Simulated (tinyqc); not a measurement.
Inside a calculation. Model: gate-all-around wire, scale length and short-channel effects.

tinyqc, about 0.01 s, one thread, Intel Xeon 2.30GHz (shared host): `OMP_NUM_THREADS=1 python tinyqc.py 2420089 2420090 out.jsonl` Printed values are rounded.

A round wire of diameter ts in an insulator shell of thickness ti under a surrounding gate. Below threshold the potential that source and drain add obeys Laplace's equation and vanishes on the gate. Its lowest mode decays along the channel as exp(-k y); k is the smallest positive root of the matching condition at the interface, and the scale length is Lambda = pi/k.

Inputs (values chosen for the exercise); permittivities: semiconductor close to that of silicon, insulator close to that of zirconium oxide:
```
symbol  value  unit                                     meaning
T         350     K                                 temperature
eps_r    11.7        relative permittivity of the semiconductor
ei         25            relative permittivity of the insulator
ti        2.4    nm                         insulator thickness
ts        7.6    nm                               wire diameter
L          16    nm                              channel length
Vbi      0.89     V                     potential of the source
sT       0.43     V   potential of the barrier top at threshold
VTL      0.35     V                      long-channel threshold
m           1                          long-channel body factor
Vds       0.8     V                               drain voltage
```

Constants: q = 1.602176634e-19 C, kB = 1.380649e-23 J/K, Vt = kB T/q. Results are converted to the units shown.

## Scan of the matching condition

k, point 0 to 7 (1/nm): [0.0875, 0.175, 0.2625, 0.35, 0.4375, 0.525, 0.6125, 0.7]

f(k) = ei J0(u)[J1(u) Y0(v) - Y1(u) J0(v)] - eps_r J1(u)[J0(u) Y0(v) - Y0(u) J0(v)], u = k ts/2, v = u + k ti.

f(k), point 0 to 7: [45.0832, 18.6563, 8.7176, 3.4616, 0.5521, -0.8590, -1.2548, -1.0077]

The first change of sign lies between k = 0.4375 and 0.525 1/nm.

## Iteration 1: decay constant by Newton steps

k at the start = 0.525 1/nm

f(k) = ei J0(u)[J1(u) Y0(v) - Y1(u) J0(v)] - eps_r J1(u)[J0(u) Y0(v) - Y0(u) J0(v)], u = k ts/2, v = u + k ti; f' by a central difference with +/- 1e-5 1/nm; k(new) = k - f/f'.

f = -0.859044
f' = -9.55030 nm
k after iteration 1 = 0.435051 1/nm

## Iteration 2: decay constant by Newton steps

As before.

f = 0.610409
f' = -24.0605 nm
k after iteration 2 = 0.460420 1/nm

## Course of the iteration: decay constant by Newton steps

Stop when k changes by less than 1e-10 1/nm, or after 30 iterations.

Course of the iteration:
```
iteration  k (1/nm)  |change| (1/nm)
1          0.435051           0.0899
2          0.460420           0.0254
3          0.463536          3.12e-3
4          0.463581          4.47e-5
5          0.463581          9.15e-9
6          0.463581          < 1e-14
```

Converged in 6 iterations. At the end the number of correct digits about doubles with each step.

## Scale length against simple estimates

k = 0.463581 1/nm

Lambda = pi/k and l = 1/k. A parabolic potential across the structure gives l(parabolic) = sqrt([2 eps_r ts^2 ln(1 + 2 ti/ts) + ei ts^2]/(16 ei)).

Lambda = 6.77679 nm
l = 2.15712 nm
l(parabolic) = 2.29438 nm

The parabolic estimate is 6.4 % above l.

## Threshold shift, barrier position and swing

Along the channel psi(y) = s + a exp(y/l) + b exp(-y/l) with psi(0) = Vbi, psi(L) = Vbi + Vds and l = 1/k = Lambda/pi; with A = Vbi - s, B = A + Vds, x = exp(-L/l): a = (B - A x) x/(1 - x^2), b = (A - B x)/(1 - x^2). The minimum is s + 2 sqrt(a b), at y = (l/2) ln(b/a). The long-channel potential follows the gate as s = sT + (Vg - VTL)/m, and the threshold VT is the gate voltage at which the minimum equals sT. Swing = m Vt ln 10/g at threshold, g = d(minimum)/ds = 1 - (b x + a)/((1 + x) sqrt(a b)).

s at threshold = 0.390543 V
a = 7.80496e-4 V
b = 0.498677 V
position of the minimum = 6.96726 nm
VT = 0.310543 V
swing = 73.4672 mV/decade

The threshold lies 39.5 mV below the long-channel value, and the barrier top sits at 0.44 L from the source.
